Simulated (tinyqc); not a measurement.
X-ray reflectivity of a thin film on silicon: critical angles, Parratt recursion, fringes and roughness: one step, computed by the program tinyqc. Command: `OMP_NUM_THREADS=1 python tinyqc.py 3120808 3120809 out.jsonl xrr walk`. One thread of a shared host (Intel(R) Xeon(R) Processor @ 2.30GHz), about 0.01 s of CPU time with the checks.

n = 1 - delta + i beta; the classical electron radius is r_e = 2.8179403e-6 nm. Layer 0 is vacuum, 1 the film, 2 the substrate.

Problem. Fringe period, contrast and decay. Far above the critical angle the period is d theta = lambda/(2 d), or 2 pi/d in q; the envelope runs between (|r_01| - |r_12 p|)^2 and (|r_01| + |r_12 p|)^2; contrast = 2 a b/(a^2 + b^2) with a = |r_01|, b = |r_12 p|; roughness factors on the amplitudes are about exp(-q^2 sigma^2/2).

Inputs (values chosen for the exercise, modelled on SiO2 on silicon, copper K-alpha radiation):
```
quantity,value,unit
wavelength lambda,0.15406,nm
film thickness d,13.3,nm
roughness of the surface sigma_1,0.12,nm
roughness of the interface sigma_2,0.68,nm
```

1000 r_01 = 3.727171-0.052608i

1000 r_12 = 0.02369288-0.00890754i

p = -0.2573752+0.9625312i

q = 4 pi sin(theta)/lambda = 2.519426 1/nm

Give: period in theta; period in q; contrast; roughness factor, surface; roughness factor, interface.

Solution.

period in theta = 0.3318 degrees

period in q = 0.4724 1/nm

contrast = 0.01353

roughness factor, surface = 0.9553

roughness factor, interface = 0.2305
